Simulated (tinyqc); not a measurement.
Inside a calculation. Method: empirical pseudopotential in a few plane waves. Computed by tinyqc, a small Python program that keeps every step. Settings: plane-wave index or count = 15. Command: `OMP_NUM_THREADS=1 python tinyqc.py 22064 22065 out.jsonl` (the two numbers bound the seeds that draw the settings). One thread of a shared host (Intel(R) Xeon(R) Processor @ 2.60GHz), about 0.2 s of CPU time with the checks.

## Bloch Hamiltonian at k

Parameters chosen for this model: fcc lattice, atoms at +/- a/8 (1,1,1); form factors in rydberg at |G|^2 in units of (2 pi/a)^2:
```
parameter                 value      unit
a                      5.800000  angstrom
VS(3)                 -0.253000        Ry
VS(8)                 -0.005000        Ry
VS(11)                 0.072000        Ry
VA(3)                  0.061000        Ry
VA(4)                  0.048000        Ry
VA(11)                 0.033000        Ry
hbar^2/2m (2 pi/a)^2   4.471227        eV
```

k point k (2 pi / a): -0.21000  0.13000  0.55000

Basis: the 15 shortest G (labels in 2 pi/a), the same at every k. H(G,G') = c |k + G|^2 delta + VS(|G-G'|^2) cos((G-G').tau) + i VA sin((G-G').tau), tau = a/8 (1,1,1); 1 Ry = 13.605693 eV.

H(k) at k (eV), lower triangle (Hermitian):
```
                   +0+0+0             -1-1-1             -1-1+1             -1+1-1
+0+0+0            1.62529
-1-1-1   2.43403-0.58686i           10.83602
-1-1+1  -2.43403-0.58686i   0.00000+0.65307i           20.67272
-1+1-1  -2.43403-0.58686i   0.00000+0.65307i           -0.06803           13.16106
-1+1+1  -2.43403+0.58686i            0.06803   0.00000+0.65307i   0.00000+0.65307i
+1-1-1  -2.43403-0.58686i   0.00000+0.65307i           -0.06803           -0.06803
+1-1+1  -2.43403+0.58686i            0.06803   0.00000+0.65307i            0.00000
+1+1-1  -2.43403+0.58686i            0.06803            0.00000   0.00000+0.65307i
+1+1+1   2.43403+0.58686i            0.00000            0.06803            0.06803
-2+0+0   0.00000-0.65307i  -2.43403+0.58686i  -2.43403-0.58686i  -2.43403-0.58686i
+0-2+0   0.00000-0.65307i  -2.43403+0.58686i  -2.43403-0.58686i   0.69269-0.31748i
+0+0-2   0.00000-0.65307i  -2.43403+0.58686i   0.69269-0.31748i  -2.43403-0.58686i
+0+0+2   0.00000+0.65307i  -0.69269-0.31748i   2.43403+0.58686i  -0.69269+0.31748i
+0+2+0   0.00000+0.65307i  -0.69269-0.31748i  -0.69269+0.31748i   2.43403+0.58686i
+2+0+0   0.00000+0.65307i  -0.69269-0.31748i  -0.69269+0.31748i  -0.69269+0.31748i

                   -1+1+1             +1-1-1             +1-1+1             +1+1-1
-1+1+1           22.99775
+1-1-1            0.00000            7.08019
+1-1+1           -0.06803   0.00000+0.65307i           16.91689
+1+1-1           -0.06803   0.00000+0.65307i           -0.06803            9.40523
+1+1+1   0.00000+0.65307i            0.06803   0.00000+0.65307i   0.00000+0.65307i
-2+0+0   2.43403-0.58686i   0.69269-0.31748i  -0.69269-0.31748i  -0.69269-0.31748i
+0-2+0  -0.69269-0.31748i  -2.43403-0.58686i   2.43403-0.58686i  -0.69269-0.31748i
+0+0-2  -0.69269-0.31748i  -2.43403-0.58686i  -0.69269-0.31748i   2.43403-0.58686i
+0+0+2  -2.43403+0.58686i  -0.69269+0.31748i  -2.43403+0.58686i   0.69269+0.31748i
+0+2+0  -2.43403+0.58686i  -0.69269+0.31748i   0.69269+0.31748i  -2.43403+0.58686i
+2+0+0   0.69269+0.31748i   2.43403+0.58686i  -2.43403+0.58686i  -2.43403+0.58686i

                   +1+1+1    -2+0+0    +0-2+0   +0+0-2
+1+1+1           19.24192
-2+0+0  -0.69269+0.31748i  23.26603
+0-2+0  -0.69269+0.31748i  -0.06803  17.18516
+0+0-2  -0.69269+0.31748i  -0.06803  -0.06803  9.67350
+0+0+2  -2.43403-0.58686i   0.06803   0.06803  0.00000
+0+2+0  -2.43403-0.58686i   0.06803   0.00000  0.06803
+2+0+0  -2.43403-0.58686i   0.00000   0.06803  0.06803

          +0+0+2    +0+2+0    +2+0+0
+0+0+2  29.34690
+0+2+0  -0.06803  21.83523
+2+0+0  -0.06803  -0.06803  15.75437
```

## Levels at k

Diagonalise the Hermitian matrix.

eigenvalues (eV): -2.84749  4.34662  7.52251  7.95337  12.08727  13.58913  14.76250  15.93381  18.09898  19.78095  20.70946  22.70297  25.68786  26.87781  31.79248

## Bands along a path

The same steps at evenly spaced points between the labelled ones.

Bands along the path (eV), lowest eight:
```
k           band 1   band 2   band 3   band 4    band 5    band 6    band 7    band 8
L         -2.20104  3.07615  8.41304  8.41304  10.70266  14.72046  14.72046  17.40221
L-G 0.20  -2.62269  3.60601  8.35842  8.35842  10.70212  14.58906  14.58906  17.42292
L-G 0.40  -3.11431  4.62351  8.44310  8.44310  10.86792  14.50852  14.50852  15.77550
L-G 0.60  -3.53328  5.95655  8.62212  8.62212  10.99595  14.19736  14.24044  14.24044
L-G 0.80  -3.80575  7.47579  8.81270  8.81270  10.44368  13.56048  13.83083  13.83083
G         -3.89956  8.89810  8.89810  8.89810   9.23179  13.63681  13.63681  13.63681
G-X 0.20  -3.77433  7.34184  8.65546  8.65546  10.84377  13.09208  14.11493  14.11493
G-X 0.40  -3.40869  5.77671  8.16221  8.16221  11.97925  12.62742  15.30973  15.30973
G-X 0.60  -2.83960  4.40181  7.72628  7.72628  11.54755  12.59252  16.54514  16.90615
G-X 0.80  -2.16022  3.31078  7.49794  7.49794  11.31636  11.89717  18.42873  18.76110
X         -1.59275  2.73072  7.54252  7.54252  11.18909  11.74517  20.65663  20.83928
```

With 4 band(s) filled, the highest filled level on these points lies at G and the lowest empty one at G: a gap of 0.3337 eV, direct. This holds for the small fixed basis; with all plane waves up to |k + G|^2 = 21 (2 pi/a)^2 the gap along the path is 0.87 eV.

## Convergence with the number of plane waves

Levels at G counted from the fourth one.

Levels (eV):
```
plane waves    level 1  level 5  level 8
9            -16.08554  0.27395  1.30615
15           -12.79766  0.33369  4.73871
27           -11.97064  0.80580  4.80673
51           -11.68807  0.82360  5.18475
59           -11.71145  0.85813  5.00885
65           -11.70856  0.84568  4.98360
89           -11.68751  0.85008  4.99531
```
